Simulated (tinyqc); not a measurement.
# Worked calculation: input admittance of a MOSFET at zero drain bias: distributed channel and distributed gate

Program tinyqc, `OMP_NUM_THREADS=1 python tinyqc.py 2262203 2262204 out.jsonl`; Intel Xeon 2.30GHz, shared host, one thread, about 0.01 s. Printed values are rounded.

Source and drain grounded, strong inversion, w = 2 pi f, Cox = eps0 eox/tox. The channel is an RC line of resistance 1/(mu Cox Vo) per square fed from both ends, so one finger has the intrinsic admittance y = i w Cox L tanh(g)/g per width, g = (1/2) sqrt(i w tau), tau = L^2/(mu Vo). The vertical resistance rv/L is in series with y, the overlaps 2 i w Cov in parallel: y_t = 1/(1/y + rv/L) + 2 i w Cov. The gate strip is a line of Rsh/L per length loaded by y_t, so a finger has Y = y_t Wf tanh(k)/k, k = (Wf/sd) sqrt(y_t Rsh/L); the device has Nf Y.

Values chosen for this exercise; values of the order met in silicon radio-frequency transistors:

| symbol | value | unit | meaning |
|---|---|---|---|
| eox | 3.9 |  | relative permittivity of the gate insulator (close to silicon dioxide) |
| tox | 2.7 | nm | insulator thickness |
| L | 0.21 | um | channel length |
| Wf | 0.85 | um | finger width |
| Nf | 1 |  | number of fingers |
| mu | 130 | cm^2/(V s) | channel mobility |
| Vo | 0.75 | V | gate overdrive |
| Rsh | 37 | ohm/square | sheet resistance of the gate |
| rv | 0 | ohm um^2 | vertical resistivity of the gate stack |
| sd | 2 |  | number of ends at which a finger is contacted |
| Cov | 0.36 | fF/um | overlap and fringe capacitance on each side |
| f | 36 | GHz | frequency |

Constants: eps0 = 8.8541878128e-14 F/cm where lengths are in cm. Results are converted to the units shown.

## Low-frequency resistances and capacitance

Low-frequency limits, with c = Cox L and ct = c + 2 Cov: R_strip = Rsh Wf/(3 sd^2 L Nf), R_ch = (c/ct)^2 L/(12 mu Cox Vo Wf Nf), R_vert = (c/ct)^2 rv/(L Wf Nf), C = ct Wf Nf.

parts (ohm): strip 12.48016, channel 102.6767, vertical 0
sum = 115.1569 ohm
C = 2.894905 fF
1/(2 pi R C) = 477.4149 GHz

The channel term is the largest, 89.2 % of the sum.

## Admittance of the channel and stack per width

tau, g, c = Cox L, y and y_t as defined.

tau = 4.523077 ps
g = 0.3576129+0.3576129i
c = 2.685770 fF/um
y = 51.2520+602.2641i uS/um
y_t = 51.2520+765.1242i uS/um

w tau = 1.02, and Im y is 0.991 of w c.

## Input impedance of the device

k and Y as defined; Z = 1/(Nf Y) = R + 1/(i w C); Q = |Im Z|/R; signal at the point farthest from a contact |1/cosh k|.

k = 0.1140948+0.1067078i
Nf Y = 0.0488084+0.6495978i mS
R = 115.0166 ohm
C = 2.888066 fF
Q = 13.30914
signal at the far point = 0.9991357

R is 0.12 % below its low-frequency limit and C is 0.24 % below its own.
